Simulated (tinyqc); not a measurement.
Inputs raised by 10 %, one at a time: anisotropic wet etching of Si(100): plane rates, V-grooves, membranes and undercut. Computed by tinyqc, a small Python program. Command: `OMP_NUM_THREADS=1 python tinyqc.py 3009424 3009425 out.jsonl wetetch sens`. One thread of a shared host (Intel(R) Xeon(R) Processor @ 2.30GHz), about 0.01 s of CPU time with the checks.

A long slot opens the mask on a (100) wafer. The floor etches at R100; (111) walls stand at theta = arctan(sqrt2) = 54.7356 degrees to the surface and recede at R111 along their normal.

Inputs (values chosen for the exercise, close to those used for tetramethylammonium hydroxide solutions):

| quantity | value | unit |
|---|---|---|
| prefactor k0 of the (100) rate | 6.2e+08 | um/min |
| activation energy of (100), E | 0.619 | eV |
| ratio (100)/(111) at 80 C | 17 | - |
| extra energy of (111), dE | 0.074 | eV |
| ratio (100)/oxide at 80 C | 5700 | - |
| extra energy of the oxide, dE_ox | 0.28 | eV |
| corner undercut rate over (100) rate, c | 2.1 | - |
| bath temperature T | 95 | C |
| width w (mask opening along <110>, or membrane width in the design step) | 880 | um |
| misalignment of the mask | 0.5 | degrees |
| etch time t | 110 | min |
| wafer thickness d | 300 | um |
| membrane thickness wanted | 16 | um |

Constants: k_B = 8.617333262e-05 eV/K.

Method:
- R100 = k0 exp(-E/(k_B T)); a ratio given at 80 C scales as exp[(extra energy/k_B)(1/T - 1/353.15 K)]; R111 and R_ox follow by division.
- Temperatures in kelvin are T(C) + 273.15.
- A misaligned edge exposes ledges and adds R100 sin(misalignment) to the lateral rate (a simple estimate): u = R111/sin(theta) + R100 sin(misalignment). Top width W = w + 2 u t; floor width b = W - 2 z/tan(theta) = W - sqrt2 z. The floor lasts until b = 0, at t_V = w/(sqrt2 R100 - 2u); depth z = R100 t before t_V and W/sqrt2 after.
- Etch depth d - membrane, time = depth/R100; for a membrane as wide as w the opening must be w + sqrt2 depth - 2 u time; oxide mask consumed R_ox x time; a 1 K error changes the depth by the fraction E/(k_B T^2); a convex mask corner, such as that of a mesa, would retreat by c x depth.

Runs:

| input moved | from | to | top width W (um) | time t_V to close the V (min) | oxide consumed (nm) | opening needed (um) |
|---|---|---|---|---|---|---|
| base run | - | - | 920.4 | 341.4 | 72.486 | 1231.5 |
| prefactor k0 of the (100) rate (um/min) | 620000000 | 682000000 | 924.5 | 310.4 | 72.486 | 1231.5 |
| activation energy of (100), E (eV) | 0.619 | 0.6809 | 885.7 | 2402.4 | 72.486 | 1231.5 |
| width w (mask opening along <110>, or membrane width in the design step) (um) | 880 | 968 | 1008.4 | 375.5 | 72.486 | 1319.5 |
| etch time t (min) | 110 | 121 | 924.5 | 341.4 | 72.486 | 1231.5 |
| misalignment of the mask (degrees) | 0.5 | 0.55 | 920.8 | 341.9 | 72.486 | 1231.0 |
| ratio (100)/oxide at 80 C | 5700 | 6270 | 920.4 | 341.4 | 65.896 | 1231.5 |

Exponents ln(y'/y) / ln(x'/x):

| input | top width W | time t_V to close the V | oxide consumed | opening needed |
|---|---|---|---|---|
| prefactor k0 of the (100) rate | 0.046 | -1.000 | 0 | 0.000 |
| activation energy of (100), E | -0.403 | 20.472 | 0 | 0.000 |
| width w (mask opening along <110>, or membrane width in the design step) | 0.958 | 1.000 | 0 | 0.724 |
| etch time t | 0.046 | 0.000 | 0 | 0.000 |
| misalignment of the mask | 0.005 | 0.015 | 0 | -0.004 |
| ratio (100)/oxide at 80 C | 0.000 | 0.000 | -1 | 0.000 |

Which inputs matter most for each result?

Among the inputs moved here: top width W answers most in size to width w (mask opening along <110>, or membrane width in the design step) (exponent +0.958), next to activation energy of (100), E (-0.403); its exponent is below 0.0005 for ratio (100)/oxide at 80 C. time t_V to close the V answers most in size to activation energy of (100), E (exponent +20.472), next to prefactor k0 of the (100) rate (-1.000); its exponent is below 0.0005 for etch time t, ratio (100)/oxide at 80 C. Its exponent +1.000 in width w (mask opening along <110>, or membrane width in the design step): the floor shrinks at a constant rate. Oxide consumed answers most in size to ratio (100)/oxide at 80 C (exponent -1.000); its exponent is below 0.0005 for prefactor k0 of the (100) rate, activation energy of (100), E, width w (mask opening along <110>, or membrane width in the design step), etch time t, misalignment of the mask. Its exponent 0.000 in prefactor k0 of the (100) rate: rate and time cancel at fixed selectivity. Opening needed answers most in size to width w (mask opening along <110>, or membrane width in the design step) (exponent +0.724); its exponent is below 0.0005 for prefactor k0 of the (100) rate, activation energy of (100), E, etch time t, ratio (100)/oxide at 80 C.

Caution (all rows): rates also depend on concentration, doping, additives and stirring, all held fixed here.
